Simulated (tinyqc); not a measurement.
Classical Heisenberg spin chain: exact results, Metropolis, heat-bath and over-relaxation steps, and a Monte Carlo run: one step, computed by the program tinyqc.

E = -J sum_i s_i . s_(i+1) for unit vectors s_i on an open chain; K = J/(k_B T).

Question. Four single-spin steps. The given spins are first normalised. Spins 2 and 3 are updated in turn, with h = K (sum of the two neighbours). Heat bath: cos(theta) = 1 + ln(1 - r1 (1 - exp(-2 |h|)))/|h| about n = h/|h|, azimuth 2 pi r2 = phi in the frame a = n x z/|n x z|, b = n x a: s = n cos(theta) + sin(theta)(a cos(phi) + b sin(phi)); r1, r2 are the first two numbers of the row.

Inputs (values chosen for the exercise, for a model chain of large moments): temperature T = 284 K.

Update: heat bath.

four neighbouring spins (rows; components x, y, z):
$$\begin{pmatrix}
-0.7661 & -0.5899 & 0.2553 \\
-0.1296 & 0.7624 & 0.6340 \\
0.7145 & 0.6995 & -0.0087 \\
0.7228 & -0.3525 & -0.5944
\end{pmatrix}$$

random numbers, one row a step:
$$\begin{pmatrix}
0.3081 & 0.7451 & 0.8740 \\
0.1898 & 0.4883 & 0.5755 \\
0.1495 & 0.9334 & 0.5610 \\
0.8033 & 0.4048 & 0.1152
\end{pmatrix}$$

K = 1.470995

Give: the table «Steps» with the columns |h|, h . s before, h . s after, move, x, y, z.

Answer.

Steps:
```
spin     |h|  h . s before  h . s after       move         x         y         z
2     0.4042        0.3628       0.2169  heat bath   0.19782  -0.48203   0.85353
3     1.8671        0.1056       1.6622  heat bath   0.95582  -0.25338   0.14901
2     1.4037        1.1607       1.2523  heat bath  -0.24235  -0.80314   0.54427
3     1.8425        1.0953       0.3140  heat bath   0.80874   0.17587  -0.56126
```
